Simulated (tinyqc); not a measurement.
Stacked nanosheet transistor, parasitic resistance, capacitance and delay: one step of the calculation.

Ns sheets share one contact on top; each has perimeter p = 2 (Ws + ts) and cross-section A = Ws ts; contact width Wc = Ws + 10 nm, stack height Hs = Ns pv. Sheet 1 is the top one. Contact length Lc = CPP - Lg - 2 Lsp, shared by two neighbouring gates. Source and drain sides are equal. The formulas are first-order estimates, not field solutions.

Question. Capacitances. With N sheets: gate Cg = Cinv p N Lg; per side, plate Cp = ks eps0 [Wc (Hs + Hc) - N A]/Lsp, top fringe Cf = (2/pi) ks eps0 Wc ln(1 + Lg/(2 Lsp)), overlap Co = Cinv p N Lov. Cs = Cp + Cf + Co. An inverter of two such devices driving an equal one has the load CL = 2 (Cg + 2 Cs) + 4 Cs + Cw (its own drains counted twice for the Miller effect).

Values chosen for this exercise; values close to those of silicon logic devices:
```
symbol  value     unit                              meaning
Ns          3                              number of sheets
Ws         15       nm                          sheet width
ts          5       nm                      sheet thickness
pv         18       nm         vertical pitch of the sheets
Lg         18       nm                          gate length
Lsp         4       nm                        spacer length
ks          7           relative permittivity of the spacer
Hc         15       nm  gate height above the channel stack
Lov       0.5       nm                         gate overlap
Cinv      3.3  uF/cm^2                inversion capacitance
Cw       0.21       fF                            wire load
```

Constants: eps0 = 8.8541878128e-12 F/m. Results are converted to the units shown.

Give: Cg; Cp; Cf; Co; CL.

Answer.

Cg = 71.280 aF
Cp = 23.242 aF
Cf = 1.1627 aF
Co = 1.9800 aF
CL = 563.64 aF

The channel capacitance gives 25.3 % of CL, the parasitic parts 37.4 % and the wire 37.3 %.

Numbers from tinyqc (`OMP_NUM_THREADS=1 python tinyqc.py 2170057 2170058 out.jsonl`; about 0.07 s on one thread of a shared Intel Xeon 2.30GHz).
